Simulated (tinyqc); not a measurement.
# Trap density from the barrier height

Inverse problem. In a partly depleted grain with all boundary traps filled, 2 N W = Qt and VB = q N W^2/(2 eps0 eps_r). Find Qt, W and the doping at which VB would equal Vt.

Parameters, values chosen for the exercise:
- T = 300 K (temperature)
- eps_r = 11.7 (relative permittivity)

Constants: q = 1.602176634e-19 C, kB = 1.380649e-23 J/K, Vt = kB T/q, eps0 = 8.8541878128e-14 F/cm where lengths are in cm. Results are converted to the units shown.

doping = 7.3e17 cm^-3
barrier height = 0.10593097 V

Solution. Eliminating W gives VB = q Qt^2/(8 eps0 eps_r N), which falls as 1/N.

Qt = 2.000e12 cm^-2
W = 13.70 nm
doping for VB = Vt = 2.991e18 cm^-3

Numbers from tinyqc (`OMP_NUM_THREADS=1 python tinyqc.py 2830282 2830283 out.jsonl`; about 0.01 s on one thread of a shared Intel Xeon 2.30GHz).
